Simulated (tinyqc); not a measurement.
Four methods from the same start: geometry relaxation of a small cluster. Computed by tinyqc, a small Python program. Command: `OMP_NUM_THREADS=1 python tinyqc.py 3006231 3006232 out.jsonl relax walk`. One thread of a shared host (Intel(R) Xeon(R) Processor @ 2.30GHz), about 0.01 s of CPU time with the checks.

E = sum_i {sum_j A exp(-p (r_ij/r0 - 1)) - xi sqrt(rho_i)}, rho_i = sum_j exp(-2 q (r_ij/r0 - 1)); the force on i is -sum_j w_ij (R_i - R_j)/r_ij with w_ij = -(2p/r0) A exp(-p (r_ij/r0 - 1)) + (xi q/r0) exp(-2 q (r_ij/r0 - 1)) (rho_i^(-1/2) + rho_j^(-1/2)).

Inputs (values chosen for the exercise, for model atoms):
```
quantity,value,unit
length r0,2.56,angstrom
repulsion A,0.18,eV
hopping xi,2.21,eV
decay p,11.6,-
decay q,3.27,-
step factor eta,0.024,angstrom^2/eV
largest number of steps,500,-
```

Potential: Gupta. Method: conjugate gradient.

starting positions (angstrom):
```
,x,y,z
atom 1,0.06,0.04,-0.19
atom 2,2.38,0.03,0.11
atom 3,1.23,2.05,-0.02
atom 4,1.13,0.66,1.85
```

Method:
- Conjugate gradient (Polak-Ribiere): d = F + beta d(old), beta = max(0, F.(F - F(old))/|F(old)|^2), d = F at first; step length from one secant, s = eta (F.d)/(F.d - F(R + eta d).d), replaced by eta if that is not positive; R(new) = R + s d.
- No atom moves more than 0.3 angstrom a step (the whole step is scaled). Stop when the largest force component is below 1e-5 eV/angstrom.
- Hessian at the final positions by central differences of the forces; six eigenvalues vanish (translations and rotations). Steepest descent is stable for eta below 2/lambda_max and contracts the softest mode by 1 - eta lambda_min a step.
- Steepest descent: R(new) = R + eta F.
- BFGS: R(new) = R + B F with the inverse Hessian B = eta 1 at first; with s = R(new) - R, y = F - F(new), rho = 1/(y.s): B(new) = (1 - rho s y^T) B (1 - rho y s^T) + rho s s^T, skipped if y.s is not positive.
- FIRE with unit mass: if F.v > 0, v = (1 - a) v + a |v| F/|F|, and after more than 5 such steps in a row dt = min(1.1 dt, 5 dt0), a = 0.99 a; else v = 0, a = 0.1, and dt = dt/2 (not at the first step). Then v = v + dt F, R(new) = R + dt v. dt0 = sqrt(eta), a = 0.1 at first.
- In this comparison each method may take up to 1500 steps.

contraction of the softest mode = 0.797086

non-zero eigenvalues (eV/angstrom^2): [8.4548, 8.4548, 20.5521, 20.5521, 20.5521, 55.6745]

condition number = 6.58498

Cost:
```
method,steps,force calls,final E (eV),calls to reach 1e-2
steepest descent,46,47,-14.429,16
conjugate gradient,12,25,-14.429,11
BFGS,14,15,-14.429,8
FIRE,85,86,-14.429,40
```

In force calls the order is BFGS (15), conjugate gradient (25), steepest descent (47), FIRE (86). All that converged end at the same energy. Near the minimum steepest descent multiplies the slowest mode by 0.797 in size a step, 10 steps a decade of force, at a condition number of 6.6. On this problem it beats FIRE in force calls.

Extremes, crossings and ranges named in words are read from the listed rows.
